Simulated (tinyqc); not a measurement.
Landau-Devonshire theory of a uniaxial ferroelectric: one step, computed by the program tinyqc. Command: `OMP_NUM_THREADS=1 python tinyqc.py 3027626 3027627 out.jsonl ferro walk`. One thread of a shared host (Intel(R) Xeon(R) Processor @ 2.30GHz), about 0.01 s of CPU time with the checks.

G(P) = (alpha/2) P^2 + (beta*/4) P^4 + (gamma/6) P^6 - E P per volume, SI units, one domain, P along the polar axis, which is normal to the film.

Question. Spontaneous polarisation, susceptibility, coercive field. Ps^2 = [-beta* + sqrt(beta*^2 - 4 alpha gamma)]/(2 gamma). chi = 1/(eps_0 G''), G'' = alpha + 3 beta* P^2 + 5 gamma P^4 at Ps. Ps, chi and the coercive field are for perfect screening, without a depolarising field. The intrinsic coercive field is |alpha P + beta* P^3 + gamma P^5| at the P_c where G'' = 0. 1 C/m^2 = 100 microcoulomb/cm^2.

Inputs (values chosen for the exercise, modelled on lead titanate): Curie-Weiss temperature T0 = 752 K; gamma = 1.58e+09 J m^9/C^6; temperature T = 698 K.

Sample: epitaxial film.

alpha = -1.897189e+08 J m/C^2

beta* = 2.036364e+08 J m^5/C^4

Constants: eps_0 = 8.8541878128e-12 F/m.

Give: spontaneous polarisation Ps; susceptibility chi; well depth G(Ps); P_c; intrinsic coercive field.

Answer.

spontaneous polarisation Ps = 53.667 microcoulomb/cm^2

susceptibility chi = 176.04

well depth G(Ps) = -16.806 MJ/m^3

P_c = 34.793 microcoulomb/cm^2

intrinsic coercive field = 49.376 MV/m

P_c/Ps = 0.648, above the 0.577 of a quartic well, as the sixth-order term matters. Real switching runs by domain nucleation at far lower fields.
